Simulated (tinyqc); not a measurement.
Inside a calculation: special k points of the simple cubic lattice. Values are carried at full precision from step to step, so a last printed digit may differ when a step is redone from the rounded ones.

Lattice vectors in units of a: a1 = (1, 0, 0), a2 = (0, 1, 0), a3 = (0, 0, 1); reciprocal vectors b_i with a_i . b_j = 2 pi delta_ij. Mesh: k = sum_i f_i b_i with f_i = (2 j_i + shift)/(2 N), j_i = 0 .. N-1. The point group of the lattice has 48 operations; only those that map the mesh onto itself are used.

Parameters, chosen for this exercise:

| symbol | value | unit | meaning |
|---|---|---|---|
| N | 5 |  | points along each reciprocal vector |
| shift | 1 |  | half steps |
| D | 1.19 | eV | half gap term |
| t | 0.36 | eV | coupling |
| e0 | 0.6 | eV | offset |

## Irreducible points and weights

Join points that an operation carries into one another (modulo reciprocal vectors); list each class by its first point in the order of (j1, j2, ...).

Irreducible points:

| f1 | f2 | f3 | weight |
|---|---|---|---|
| 0.1000 | 0.1000 | 0.1000 | 8 |
| 0.1000 | 0.1000 | 0.3000 | 24 |
| 0.1000 | 0.1000 | 0.5000 | 12 |
| 0.1000 | 0.3000 | 0.3000 | 24 |
| 0.1000 | 0.3000 | 0.5000 | 24 |
| 0.1000 | 0.5000 | 0.5000 | 6 |
| 0.3000 | 0.3000 | 0.3000 | 8 |
| 0.3000 | 0.3000 | 0.5000 | 12 |
| 0.3000 | 0.5000 | 0.5000 | 6 |
| 0.5000 | 0.5000 | 0.5000 | 1 |

operations that keep the mesh = 48
irreducible points = 10

The weights add up to 125 = N^3; symmetry saves a factor 12.5.

## Which stars the mesh integrates

A_m(k) = sum over the m-th star of lattice vectors R of cos(k . R), stars in order of length: m = 1: |R|^2 = 1, 6 vectors, such as (1, 0, 0) in the basis a_i; m = 2: |R|^2 = 2, 12 vectors, such as (1, 1, 0) in the basis a_i; m = 3: |R|^2 = 3, 8 vectors, such as (1, 1, 1) in the basis a_i; m = 4: |R|^2 = 4, 6 vectors, such as (2, 0, 0) in the basis a_i; m = 5: |R|^2 = 5, 24 vectors, such as (2, 1, 0) in the basis a_i; m = 6: |R|^2 = 6, 24 vectors, such as (2, 1, 1) in the basis a_i. The zone mean of every A_m is zero.

Lattice vectors in units of a: a1 = (1, 0, 0), a2 = (0, 1, 0), a3 = (0, 0, 1); f are fractions of the reciprocal vectors. Evaluate the first six A_m at each irreducible point (k . R = 2 pi sum f_i n_i) and form the weighted means.

A_m at the points:
```
       m=1     m=2     m=3     m=4      m=5      m=6
1    4.854   7.854   4.236   1.854    6.000    4.854
2    2.618   0.618  -1.618  -0.382   -4.000   -5.472
3    1.236  -3.854  -5.236   3.236    6.000    1.236
4    0.382  -1.618   0.618  -2.618   -4.000    3.472
5   -1.000  -3.000   2.000   1.000    1.000    4.000
6   -2.382  -2.472   6.472   4.618   -4.000  -10.472
7   -1.854   1.146  -0.236  -4.854    6.000   -1.854
8   -3.236   2.854  -0.764  -1.236    6.000   -3.236
9   -4.618   6.472  -2.472   2.382   -4.000   -1.528
10  -6.000  12.000  -8.000   6.000  -24.000   24.000
```

weighted means: m=1 0.000, m=2 0.000, m=3 0.000, m=4 0.000, m=5 0.000, m=6 0.000

All six means vanish: the mesh is exact for functions whose Fourier series ends within these stars.

## A zone average from the irreducible points

Test function, the lower band of a two-band insulator: E(k) = -sqrt(D^2 + (e0 - t A_1(k))^2).

Lattice vectors in units of a: a1 = (1, 0, 0), a2 = (0, 1, 0), a3 = (0, 0, 1). Evaluate E at each point and take the weighted mean; the reference uses the unshifted mesh with N = 24.

E at the points (eV): -1.6531  -1.2383  -1.2001  -1.2767  -1.5290  -1.8816  -1.7386  -2.1287  -2.5564  -3.0056

weighted mean = -1.5501 eV
reference mean = -1.5500 eV

The error is -0.15 meV with 10 points.

## Checks

- Weighted mean over irreducible points against the plain mean over the whole mesh (eV): both -1.550136.
- Reference mean against a mesh of N = 30 (eV): both -1.5500.

tinyqc: `OMP_NUM_THREADS=1 python tinyqc.py 1682207 1682208 out.jsonl`; about 0.1 s, one thread, shared Intel(R) Xeon(R) Processor @ 2.30GHz.
